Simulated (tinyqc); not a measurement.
The basis set: RHF and MP2 along a ladder of basis sets, for BeH2, spin multiplicity 1. Computed by the program tinyqc with PySCF. Command: `OMP_NUM_THREADS=1 python tinyqc.py 115414 115415 out.jsonl`; one thread of a shared host (Intel(R) Xeon(R) Processor @ 2.60GHz), about 2 s.

Geometry (angstrom):
```
atom       x        y       z
Be    0.0000   0.0000  0.0000
H     0.0000   1.2500  0.0000
H     0.0000  -1.2500  0.0000
```

Same geometry throughout; the dipole is taken about the origin.

RHF and frozen-core MP2 in a ladder of bases:
```
basis    functions  E(RHF) (hartree)  E(MP2 corr) (hartree)  HOMO (eV)  LUMO (eV)  dipole (debye)
sto-3g           7        -15.559892              -0.021201   -11.9271     5.6991          0.0000
3-21g           13        -15.668500              -0.027548   -12.5029     2.2995          0.0000
6-31g           13        -15.754678              -0.027684   -12.4779     2.5168          0.0000
6-31g**         24        -15.762072              -0.049259   -12.4102     2.5573          0.0000
cc-pvdz         24        -15.762113              -0.051041   -12.4531     1.9756          0.0000
cc-pvtz         58        -15.766988              -0.060963   -12.5169     1.6837          0.0000
```

From cc-pVDZ to cc-pVTZ the RHF energy falls by 4.9 mhartree and the correlation energy by 9.9. If valence correlation converges as X^-3, (27 E(T) - 8 E(D))/19 gives -0.0651 hartree, a rough estimate from such small X that usually falls short; STO-3G holds about 33 % of it. Beyond STO-3G the LUMO moves by 0.9 eV and the HOMO by 0.1 eV.
